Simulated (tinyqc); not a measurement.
The mobility curve: inversion-layer mobility, back-scattering and ballistic limit of a field-effect transistor. Computed by tinyqc, a small Python program. Command: `OMP_NUM_THREADS=1 python tinyqc.py 3024371 3024372 out.jsonl mos walk`. One thread of a shared host (Intel(R) Xeon(R) Processor @ 2.30GHz), about 0.01 s of CPU time with the checks.

The charge at the top of the source barrier is fixed by the gate; series resistance and short-channel effects are left out. F_j are Fermi integrals normalised to exp(eta) in the classical limit.

Inputs (values chosen for the exercise, modelled on an InGaAs n-channel):
```
quantity                                     value        unit
weight w of the inversion charge               0.5           -
permittivity eps                              13.9           -
phonon mobility at 1 MV/cm and 300 K, mu_ph   3100  cm^2/(V s)
roughness mobility at 1 MV/cm, mu_sr          3000  cm^2/(V s)
Coulomb mobility at N_inv = 1e12/cm^2, mu_C   2800  cm^2/(V s)
electrical oxide thickness t_inv               1.5          nm
depletion charge N_dep                       2e+12      1/cm^2
temperature T                                  400           K
```

Statistics at the top of the barrier: Fermi-Dirac.

Constants: eps_0 = 8.8541878128e-12 F/m; e = 1.602176634e-19 C.

Method. N_inv = 3.9 eps_0 (V_G - V_T)/(e t_inv); effective field E_eff = e (N_dep + w N_inv)/(eps eps_0). mu_phonon = mu_ph (E_eff/1 MV/cm)^(-0.3) (T/300 K)^(-1.75); mu_rough = mu_sr (E_eff/1 MV/cm)^(-2); mu_Coulomb = mu_C (N_inv/1e12 cm^-2) (T/300 K); Matthiessen's rule adds 1/mu.

Mobilities (cm^2/(V s)):
```
V_G - V_T (V)  N_inv (1/cm^2)  E_eff (MV/cm)  phonon  roughness  Coulomb   total
0.03               4.3106e+11         0.2884  2720.9      36064     1609   983.6
0.06               8.6211e+11         0.3165  2646.2      29953     3219  1385.1
0.12               1.7242e+12         0.3726  2519.7      21610     6437  1670.9
0.20               2.8737e+12         0.4474  2385.1      14987    10728  1726.5
0.35               5.0290e+12         0.5877  2197.7       8686    18775  1604.1
0.50               7.1843e+12         0.7280  2061.0       5661    26821  1430.3
0.75               1.0776e+13         0.9618  1895.8       3243    40232  1161.9
1.00               1.4369e+13         1.1956  1776.0       2099    53642   945.0
1.50               2.1553e+13         1.6632  1608.5       1084    80464   642.6
```

The lowest part is Coulomb at 0.0300, phonon from 0.0600 to 1.00, roughness at 1.50 V. The total peaks at 1727 near E_eff = 0.45 MV/cm: screening lifts it at low density and the field presses it down at high density.

Extremes, crossings and ranges named in words are read from the listed rows.
